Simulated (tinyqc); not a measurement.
Length offset and series resistance from crossing lines.

Question. R_total = Rs + k (L - dL)/Vo with constant Rs, dL and k. Find k, dL and Rs.

R_total at (L, Vo) = (50, 0.38), (100, 0.38), (50, 0.79) and (100, 0.79), L in nm and Vo in V (ohm um): 504.94737  676  445.29114  527.56962

Solution. At each overdrive R is a straight line in L with slope k/Vo; the two lines cross at L = dL, R = Rs.

k = 1.300 ohm um V/nm
dL = 16.40 nm
Rs = 390.0 ohm um

Program tinyqc, `OMP_NUM_THREADS=1 python tinyqc.py 2282041 2282042 out.jsonl`; Intel Xeon 2.30GHz, shared host, one thread, about 0.04 s.
